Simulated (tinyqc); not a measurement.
# p-n diode, drift-diffusion by the Gummel loop with Scharfetter-Gummel fluxes: effects of single changes

Abrupt junction at x = 0, p side from -Lp, n side to Ln, ohmic contacts. psi is counted from the intrinsic level; n = ni exp((psi - phin)/Vt), p = ni exp((phip - psi)/Vt). Contacts: p side psi = V - Vt ln(Na/ni), p = Na, n = ni^2/Na; n side psi = Vt ln(Nd/ni), n = Nd, p = ni^2/Nd. Constant mobilities, D = mu Vt, Boltzmann statistics, SRH recombination through a mid-gap level, U = (n p - ni^2)/(tp (n + ni) + tn (p + ni)). Current is positive from the p contact to the n contact.

Inputs (values chosen for the exercise); band and dielectric values close to those of silicon:
- T = 300 K (temperature)
- Eg = 1.12 eV (band gap)
- eps_r = 11.5 (relative permittivity)
- Nc = 2.81e19 cm^-3 (conduction-band density of states at T)
- Nv = 2.65e19 cm^-3 (valence-band density of states at T)
- Na = 1.7e16 cm^-3 (acceptor density of the p side)
- Nd = 4.2e16 cm^-3 (donor density of the n side)
- mun = 840 cm^2/(V s) (electron mobility)
- mup = 350 cm^2/(V s) (hole mobility)
- tn = 1e-9 s (SRH lifetime of electrons)
- tp = 2e-10 s (SRH lifetime of holes)
- Lp = 0.74 um (length of the p side)
- Ln = 1.9 um (length of the n side)
- G = 0 cm^-3 s^-1 (uniform generation rate)

Constants: q = 1.602176634e-19 C, kB = 1.380649e-23 J/K, Vt = kB T/q, eps0 = 8.8541878128e-14 F/cm where lengths are in cm. Results are converted to the units shown.

Each table varies one quantity; the others keep the values above.

## Current against voltage in the dark

ni = sqrt(Nc Nv) exp(-Eg/(2 Vt)), Eg in volts. Poisson and both continuity equations are solved self-consistently with Scharfetter-Gummel fluxes on a graded mesh of 500 nodes. J_scr is q times the integral of U between -xp and xn. Ideal diffusion current J_id = q ni^2 [Dn coth(wp/Le)/(Le Na) + Dp coth(wn/Lh)/(Lh Nd)] (exp(V/Vt) - 1), Le = sqrt(Dn tn), Lh = sqrt(Dp tp), wp = Lp - xp, wn = Ln - xn, with xp and xn from the depletion approximation (W = sqrt(2 eps0 eps_r (Vbi - V)(1/Na + 1/Nd)/q), xp = W Nd/(Na + Nd), xn = W Na/(Na + Nd), Vbi = Vt ln(Na Nd/ni^2)). Ideality factor = 0.004 V/(Vt ln[J(V + 0.004 V)/J(V)]). Here G = 0.

In this table G = 0 cm^-3 s^-1.

Current against voltage in the dark:
columns A: V (V); B: J (A/cm^2); C: ideality factor; D: J_scr/J (%); E: J_id (A/cm^2); F: share recombining at the contacts (%); G: larger minority/doping at -xp and xn
```
A           B     C     D        E      F         G
0.15  6.93e-5  1.82  99.7  1.75e-7  0.192  2.02e-10
0.21  2.43e-4  1.86  99.3  1.76e-6  0.549   2.04e-9
0.28  0.00105  1.83  97.5  2.61e-5   1.87   3.04e-8
0.34  0.00381  1.75  93.2  2.62e-4   5.14   3.06e-7
0.4    0.0151  1.59  82.8  0.00263   12.9   3.08e-6
0.46   0.0715  1.38  63.5   0.0264   27.2   3.10e-5
0.52    0.432  1.20  39.6    0.265   44.8   3.08e-4
0.58     3.25  1.11  20.5     2.65   58.4   0.00301
0.64     26.9  1.12  9.37     26.5   66.1    0.0270
```

J rises from 6.93e-5 to 26.9 A/cm^2; the ideality factor moves up and down between 1.11 and 1.86. Recombination in the depleted layer carries over half of the current up to V = 0.46 V, where the factor is 1.38; it grows roughly as exp(V/2 Vt), so diffusion overtakes it. Where the factor is lowest (V = 0.58 V), J is 23 % above the ideal diffusion current.

## Effect of the SRH lifetime of electrons at fixed bias

Same model as above.

In this table V = 0.44 V.

Effect of the SRH lifetime of electrons at fixed bias:
columns A: tn (s); B: J (A/cm^2); C: ideality factor; D: J_scr/J (%); E: J_id (A/cm^2); F: share recombining at the contacts (%); G: larger minority/doping at -xp and xn
```
A           B     C     D       E      F        G
1e-11   0.420  1.62  91.2  0.0413  0.262  1.17e-5
1e-10   0.121  1.60  86.5  0.0166   5.77  1.40e-5
1e-9   0.0416  1.45  70.9  0.0122   21.8  1.44e-5
1e-8   0.0205  1.24  43.3  0.0118   45.4  1.44e-5
1e-7   0.0145  1.10  20.4  0.0117   64.1  1.44e-5
1e-6   0.0127  1.04  8.63  0.0117   73.7  1.44e-5
1e-5   0.0118  1.03  3.05  0.0117   78.7  1.44e-5
```

What does the comparison show?

As tn rises from 1e-11 to 1e-5, J falls from 0.420 to 0.0118 A/cm^2, the share of the depleted layer falls from 91.2 to 3.05 % and the share lost at the contacts rises from 0.262 to 78.7 %. The exponent d ln J/d ln tn is -0.54 between the first two rows and -0.03 between the last two. J less J_scr is 1.9 % below J_id in the last row.

tinyqc, about 0.1 s, one thread, Intel Xeon 2.30GHz (shared host): `OMP_NUM_THREADS=1 python tinyqc.py 2240026 2240027 out.jsonl`
